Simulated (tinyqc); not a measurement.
Stacked nanosheet transistor, parasitic resistance, capacitance and delay: course of the iteration: sheet currents at Vgs = Vdd, Vds = Vdd/2.

Ns sheets share one contact on top; each has perimeter p = 2 (Ws + ts) and cross-section A = Ws ts; contact width Wc = Ws + 10 nm, stack height Hs = Ns pv. Sheet 1 is the top one. Contact length Lc = CPP - Lg - 2 Lsp, shared by two neighbouring gates. Source and drain sides are equal. The formulas are first-order estimates, not field solutions.

One sheet: I = p Q vx u/(1 + |u|^1.8)^(1/1.8), Q = Cinv n Vt ln(1 + exp((Vg' - VT + dl Vd')/(n Vt))), u = Vd' mu/(vx Lg), Vg' = Vgs - v, Vd' = Vds - 2 v, with the drop on each side v_j = Rc sum I + rv (sum over levels k = 2..j of the current of sheets k..Ns) + Rx I_j. I(new) = I + 0.5 (I(out) - I).

Stop when the largest change of I is below 1e-6 uA, or after 80 iterations.

Values chosen for this exercise; values close to those of silicon logic devices:
- T = 300 K (temperature)
- Ws = 12 nm (sheet width)
- ts = 6 nm (sheet thickness)
- rv = 204 ohm (vertical resistance between sheet levels)
- Lg = 20 nm (gate length)
- Cinv = 2.3 uF/cm^2 (inversion capacitance)
- vx = 1.2e7 cm/s (injection velocity)
- mu = 310 cm^2/(V s) (apparent mobility)
- VT = 0.27 V (threshold at zero drain voltage)
- dl = 0.064 V/V (barrier lowering)
- n = 1.16 (subthreshold factor)
- Vdd = 0.8 V (supply voltage)

Constants: q = 1.602176634e-19 C, kB = 1.380649e-23 J/K, Vt = kB T/q. Results are converted to the units shown.

I at the start (uA): sheet 1 0, sheet 2 0, sheet 3 0, sheet 4 0
Rc = 986.193 ohm
Rx = 680.556 ohm

Course of the iteration:

| iteration | total I (uA) | largest \|change\| of one entry (uA) |
|---|---|---|
| 1 | 107.341 | 26.8 |
| 2 | 115.357 | 4.45 |
| 3 | 113.171 | 1.78 |
| 4 | 114.570 | 0.681 |
| 5 | 114.107 | 0.272 |
| 6 | 114.361 | 0.106 |
| 7 | 114.269 | 0.0445 |
| 8 | 114.316 | 0.0169 |
| 9 | 114.298 | 7.68e-3 |
| ... | ... | ... |
| 12 | 114.305 | 5.19e-4 |
| 13 | 114.304 | 2.52e-4 |
| 14 | 114.305 | 1.01e-4 |
| 15 | 114.304 | 4.68e-5 |
| 16 | 114.305 | 1.95e-5 |
| 17 | 114.304 | 8.78e-6 |
| 18 | 114.304 | 3.74e-6 |
| 19 | 114.304 | 1.65e-6 |
| 20 | 114.304 | 7.12e-7 |

Did this iteration meet its convergence test, and what does its course show?

Yes. Converged in 20 iterations. At the end each change is about 0.43 times the one before: linear convergence. The bottom sheet carries 75.2 % of the current of the top one.

Computed by the program tinyqc: `OMP_NUM_THREADS=1 python tinyqc.py 2170006 2170007 out.jsonl`, one thread of a shared Intel Xeon 2.30GHz, about 0.06 s for the whole run.
